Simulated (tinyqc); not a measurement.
Quantum point contact as a saddle point: plateau quality against temperature.

Potential V0 - m wx^2 x^2/2 + m wy^2 y^2/2; energies are counted from V0. Mode n = 0, 1, ... transmits T_n(E) = 1/(1 + exp(-2 pi (E - E_n)/wx)), E_n = wy (n + 1/2); each mode carries 2 q^2/h.

g(T) = int g(E) (-df/dE) dE = int g(mu + x kB T) dx/(4 cosh^2(x/2)), g(E) the zero-temperature value at E, g = G/(2 q^2/h).

Inputs (values chosen for the exercise): transverse quantum hbar wy wy = 4.5 meV; curvature of the barrier hbar wx wx = 1.9 meV.

Constants: q = 1.602176634e-19 C, kB = 1.380649e-23 J/K, Vt = kB T/q. Results are converted to the units shown.

Results:
```
T (K)  slope wy dg/dmu at mu = wy  slope at mu = 1.5 wy  g at mu = wy
0.1                       0.01747                 3.718         1.000
0.47                      0.01797                 3.668         1.000
1                         0.02000                 3.507         1.000
2.2                       0.03570                 2.999         1.000
4.8                        0.2117                 2.080         1.000
10                         0.7417                 1.267         1.000
22                         0.9206                0.9829         1.032
```

Estimate the missing row, T = 0.22 K.

Computed row:
```
T (K)  slope wy dg/dmu at mu = wy  slope at mu = 1.5 wy  g at mu = wy
0.22                      0.01756                 3.708         1.000
```

With this row back in the table: The slope on the first plateau rises from 0.0175 to 0.921 and the slope on the second riser falls from 3.72 to 0.983; a slope of 1 everywhere means no steps at all. The plateau slope passes 0.5 at T = 10 K among the rows.

Program tinyqc, `OMP_NUM_THREADS=1 python tinyqc.py 2740105 2740106 out.jsonl`; Intel Xeon 2.30GHz, shared host, one thread, about 0.08 s.
